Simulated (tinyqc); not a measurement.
Worked calculation: tight binding, honeycomb lattice. One step of it, computed by the program tinyqc.

Task: Levels at k. Diagonalise the Hermitian matrix.

H(k) at k (eV), order A, B:
$$\begin{pmatrix}
-0.021376 & -2.271614-1.337734i \\
-2.271614+1.337734i & 0.021509
\end{pmatrix}$$

Give: eigenvalues; weights |c|^2 of the basis functions.

Result:

eigenvalues (eV): [-2.6363, 2.6364]

weights |c|^2 of the basis functions, order A, B:
$$\begin{pmatrix}
0.5041 & 0.4959 \\
0.4959 & 0.5041
\end{pmatrix}$$
